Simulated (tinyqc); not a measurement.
Comparisons within one model: eight-band Kane k.p model. A value that a table varies takes the place of the one given here.

Eight-band Kane model, basis S, X, Y, Z times spin, zero of energy at the top of the unstrained valence band, c = hbar^2/2m0. Within each spin: H_SS = Eg + A c k^2, H_SX = i P kx (likewise Y, Z), H_XX = -Dso/3 + L kx^2 + M (ky^2 + kz^2), H_XY = N kx ky, and cyclic. Spin-orbit term (Dso/3) L.sigma on X, Y, Z with (L_k)_ij = -i epsilon_kij: <X+|H|Y+> = -i Dso/3, <X+|H|Z-> = Dso/3, <Y+|H|Z-> = -i Dso/3, <Z+|H|X-> = -Dso/3, <Z+|H|Y-> = i Dso/3, <X-|H|Y-> = i Dso/3, and their conjugates; + and - are the spin along z. Terms from inversion asymmetry are left out, so every level is twofold.

P = sqrt(Ep c); A = 1/me - Ep (Eg + 2 Dso/3)/(Eg (Eg + Dso)) keeps the electron mass; g1' = g1 - Ep/(3 Eg), g2' = g2 - Ep/(6 Eg), g3' = g3 - Ep/(6 Eg) remove the coupling to S that the Luttinger values already hold; L = -c (g1' + 4 g2'), M = -c (g1' - 2 g2'), N = -6 c g3'.

Constants: hbar^2/2m0 = 3.80998211 eV angstrom^2.

Values chosen for the exercise (near those of CdTe; the results hold for these values, not for the real material): Eg = 1.592 eV (gap at Gamma to the s-like level); Dso = 0.909 eV (spin-orbit splitting); Ep = 18.6 eV (Kane energy); me = 0.0958 m0 (electron mass at Gamma); g1 = 5.29 (Luttinger gamma1); g2 = 1.7 (gamma2); g3 = 2 (gamma3); kmax = 0.06 1/angstrom (end of the path).

## Non-parabolicity of the conduction band

Unstrained, along [100], six points up to kmax. Parabolic: E = c k^2/me. Two-band form: E (1 + alpha E) = c k^2/me with alpha = (1 - me)^2/Eg. The column alpha(k) solves that form for alpha with the eight-band energy. Energies from the conduction edge.

Energies:

| \|k\| (1/angstrom) | parabolic (eV) | two-band (eV) | eight-band (eV) | alpha(k) (1/eV) | parabolic / eight-band |
|---|---|---|---|---|---|
| 0.0100 | 0.0040 | 0.0040 | 0.0040 | 0.589 | 1.002 |
| 0.0200 | 0.0159 | 0.0158 | 0.0158 | 0.588 | 1.009 |
| 0.0300 | 0.0358 | 0.0352 | 0.0351 | 0.588 | 1.021 |
| 0.0400 | 0.0636 | 0.0617 | 0.0614 | 0.588 | 1.036 |
| 0.0500 | 0.0994 | 0.0948 | 0.0942 | 0.588 | 1.055 |
| 0.0600 | 0.1432 | 0.1340 | 0.1328 | 0.588 | 1.078 |

alpha = 0.514 1/eV

How do the results move?

At the last point the parabola lies a factor 1.08 above the eight-band value, and the two-band form 1.2 meV above it. The parabola stays within 5 % up to |k| = 0.0400 1/angstrom of the points listed. alpha(k) goes from 0.589 to 0.588 1/eV, a spread of 0.1 % over this range; the simple rule gives 0.514, 13 % below the first value, as it knows neither Dso nor the remote terms.

## Four, six or eight bands for the holes

Unstrained, along [110]. Six bands: the X, Y, Z block alone with the full g1, g2, g3 in L, M, N. Four bands: the same with Dso sent to infinity. HH, LH and SO name the pairs from the top.

Valence levels (eV):

| \|k\| (1/angstrom) | HH 4 | HH 6 | HH 8 | LH 4 | LH 6 | LH 8 | SO 6 | SO 8 |
|---|---|---|---|---|---|---|---|---|
| 0.0100 | -0.0005 | -0.0005 | -0.0005 | -0.0035 | -0.0035 | -0.0035 | -0.9110 | -0.9105 |
| 0.0200 | -0.0022 | -0.0022 | -0.0022 | -0.0139 | -0.0139 | -0.0138 | -0.9171 | -0.9149 |
| 0.0300 | -0.0049 | -0.0049 | -0.0049 | -0.0314 | -0.0310 | -0.0305 | -0.9275 | -0.9224 |
| 0.0400 | -0.0087 | -0.0087 | -0.0087 | -0.0558 | -0.0545 | -0.0531 | -0.9425 | -0.9330 |
| 0.0500 | -0.0136 | -0.0136 | -0.0136 | -0.0871 | -0.0841 | -0.0807 | -0.9625 | -0.9467 |
| 0.0600 | -0.0196 | -0.0196 | -0.0196 | -0.1255 | -0.1191 | -0.1127 | -0.9880 | -0.9638 |

What does this show?

At |k| = 0.0600 the heavy holes of the three models span 0.1 meV and the light holes 12.7 meV. The split-off band moves the light hole by +6.4 meV and treating the conduction band exactly moves it by +6.3 meV more; the two matter about equally here, where the four-band light-hole energy is 0.14 times Dso and 0.08 times Eg.

## What each parameter does

Unstrained; levels at |k| = kmax along [100], all derived values formed anew. Each row changes one parameter from the base and keeps the others.

Results:

| case | conduction (eV) | heavy hole (eV) | light hole (eV) | split-off (eV) |
|---|---|---|---|---|
| base | 1.7248 | -0.0259 | -0.1080 | -0.9630 |
| Eg = 1.7512 eV | 1.8848 | -0.0259 | -0.1085 | -0.9661 |
| Dso = 0.8181 eV | 1.7247 | -0.0259 | -0.1076 | -0.8737 |
| Ep = 16.74 eV | 1.7249 | -0.0259 | -0.1079 | -0.9650 |
| me = 0.1054 m0 | 1.7126 | -0.0259 | -0.1086 | -0.9632 |
| g1 = 4.761 | 1.7253 | -0.0187 | -0.1011 | -0.9558 |
| g2 = 1.87 | 1.7242 | -0.0213 | -0.1115 | -0.9636 |
| g3 = 1.8 | 1.7248 | -0.0259 | -0.1080 | -0.9630 |

How do the results move?

The largest shifts from the base row, up to three for each result and ties (the steps differ in size, so this ranks the rows, not the parameters). conduction (eV): Eg +0.1600, me -0.0122, g2 -0.0006; unchanged at the printed digits by g3. heavy hole (eV): g1 +0.0073, g2 +0.0047; unchanged at the printed digits by Eg, Dso, Ep, me and g3. light hole (eV): g1 +0.0069, g2 -0.0035, me -0.0007; unchanged at the printed digits by g3. split-off (eV): Dso +0.0893, g1 +0.0072, Eg -0.0031; unchanged at the printed digits by g3. Along [100] the heavy hole does not couple to S or to g3, so it follows g1 - 2 g2 alone.

(tinyqc, `OMP_NUM_THREADS=1 python tinyqc.py 1050298 1050299 out.jsonl`, Intel(R) Xeon(R) Processor @ 2.30GHz, 1 thread, shared host, about 0.02 s.)
